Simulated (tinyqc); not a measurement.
# On-chip interconnect, size-dependent resistivity and RC delay: two studies

A rectangular line between two neighbours and two ground planes. Surface and grain-boundary scattering are added to the bulk resistivity as corrections; capacitances are parallel-plate values without fringing; inductance is ignored.

Inputs (values chosen for the exercise); metal values close to those of copper: bulk resistivity rho0 = 1.69 uohm cm; bulk mean free path lam = 38.9 nm; specular share of surface scattering ps = 0; reflection coefficient of grain boundaries Rg = 0.25; grain size over the metal width gr = 1; drawn line width wd = 65 nm; aspect ratio, height over width AR = 2.1; liner on both walls and the bottom, not conducting tl = 1.7 nm; space to the neighbouring lines sp = 65 nm; dielectric height to the planes above and below hd = 93 nm; relative permittivity of the dielectric ek = 4.2; Miller factor of the neighbours Mf = 2; line length Lw = 100 um; load capacitance Cl = 0.21 fF; bulk resistivity of the second metal (close to tungsten) rho2 = 5.25 uohm cm; mean free path of the second metal lam2 = 15.5 nm; liner of the second metal tl2 = 0.2 nm.

Constants: eps0 = 8.8541878128e-12 F/m. Results are converted to the units shown.

Each table varies one quantity; the others keep the values above.

## Delay against the driver resistance

Metal width x = wd - 2 tl, height y = AR wd - tl; grain boundaries (Mayadas-Shatzkes): al = (lam/(gr x)) Rg/(1 - Rg), g = 1/[1 - 3 al/2 + 3 al^2 - 3 al^3 ln(1 + 1/al)] - 1; surfaces (Fuchs-Sondheimer, thick limit): s = (3/8) lam (1 - ps)(1/x + 1/y); rho = rho0 (1 + g + s); r = rho/(x y); c = eps0 ek (2 wd/hd + 2 Mf AR wd/sp). Elmore delay tE = Rd (c Lw + Cl) + r Lw (c Lw/2 + Cl); t50 is the time at which the far end of a ladder of 30 pi sections (half capacitances at both ends, Cl at the far end, a step applied through Rd) reaches half the step; line share r Lw/(Rd + r Lw); estimate 0.69 Rd (c Lw + Cl) + 0.38 r c Lw^2 + 0.69 r Lw Cl.

The same in every row: rho (uohm cm) = 2.783; r (ohm/um) = 3.351; c (fF/um) = 0.3644.

Result of one run:
```
Rd (ohm)  tE (ps)  t50 (ps)  estimate (ps)  line share of the resistance (%)
400         20.83     15.05          14.80                             45.59
```

What becomes of these results when the driver resistance Rd is changed from 400 to 100 ohm, all else the same?

Result of the changed run:
```
Rd (ohm)  tE (ps)  t50 (ps)  estimate (ps)  line share of the resistance (%)
100         9.841     7.356          7.217                             77.02
```

The whole series:
```
Rd (ohm)  tE (ps)  t50 (ps)  estimate (ps)  line share of the resistance (%)
50          8.008     6.037          5.953                             87.02
100         9.841     7.356          7.217                             77.02
400         20.83     15.05          14.80                             45.59
1000        42.82     30.31          29.97                             25.10
3000        116.1     81.11          80.55                             10.05
7000        262.7     182.7          181.7                             4.569
20000       739.1     512.9          510.4                             1.648
50000        1838      1275           1269                            0.6658
```

As Rd goes from 50 to 50000, r stays at 3.35 ohm/um, c stays at 0.364 fF/um and t50 rises from 6.04 to 1270 ps. t50/tE lies between 0.693 and 0.754, and the estimate is within 1.9 % of t50.

## Two metals against line width

Metal width x = wd - 2 tl, height y = AR wd - tl; grain boundaries (Mayadas-Shatzkes): al = (lam/(gr x)) Rg/(1 - Rg), g = 1/[1 - 3 al/2 + 3 al^2 - 3 al^3 ln(1 + 1/al)] - 1; surfaces (Fuchs-Sondheimer, thick limit): s = (3/8) lam (1 - ps)(1/x + 1/y); rho = rho0 (1 + g + s); r = rho/(x y). The second metal has rho2, lam2 and tl2 in place of rho0, lam and tl; ps, Rg, gr and AR are shared.

Results:
```
wd (nm)  rho, first (uohm cm)  rho, second (uohm cm)  r, first (ohm/um)  r, second (ohm/um)  ratio second/first
6.5                     21.23                  18.67               5731                2276              0.3971
8                       15.13                  16.07               2178                1273              0.5847
10                      11.22                  13.85              880.7               693.5              0.7874
13                      8.347                  11.83              339.6               346.5               1.020
17                      6.450                  10.27              139.5               174.2               1.249
22                      5.206                  9.120              62.90               91.79               1.459
30                      4.174                  8.086              25.60               43.50               1.699
70                      2.702                  6.467              2.793               6.330               2.267
120                     2.273                  5.961             0.7789               1.979               2.541
```

Estimate the missing row, wd = 45 nm.

Computed row:
```
wd (nm)  rho, first (uohm cm)  rho, second (uohm cm)  r, first (ohm/um)  r, second (ohm/um)  ratio second/first
45                      3.296                  7.141              8.537               16.98               1.989
```

With this row back in the table: The resistivity of the first metal falls from 21.2 to 2.27 uohm cm and that of the second goes from 18.7 to 5.96 uohm cm as the line widens. The products rho0 lam, which set the size effect, are 65.7 and 81.4 uohm cm nm. The two resistances cross at wd = 12.7 nm: below it the second metal gives the lower line resistance. For widths well under the mean free path the thick-limit surface term is only a guide.

Computed by the program tinyqc: `OMP_NUM_THREADS=1 python tinyqc.py 2100003 2100004 out.jsonl`, one thread of a shared Intel Xeon 2.30GHz, about 0.01 s for the whole run.
